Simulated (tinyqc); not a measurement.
## Contact resistivity and sheet resistance from two contact lengths

Inverse problem. Rc = [sqrt(rc Rsh)/Wc] coth(Lc/(2 LT)), LT = sqrt(rc/Rsh), Wc = 126 nm; the second contact is twice as long as the first. Find LT, rc and Rsh.

Rc for Lc = 22 and 44 nm (ohm): [65.7075806, 36.0875124]

Answer. With t = tanh(Lc/(2 LT)) for the shorter contact, the resistance of the longer over that of the shorter is (1 + t^2)/2. Then sqrt(rc Rsh) = Rc t Wc, and rc and Rsh follow by multiplying and dividing by LT.

LT = 33.9 nm
rc = 8.80e-10 ohm cm^2
Rsh = 76.7 ohm

tinyqc, about 0.04 s, one thread, Intel Xeon 2.30GHz (shared host): `OMP_NUM_THREADS=1 python tinyqc.py 2170120 2170121 out.jsonl`
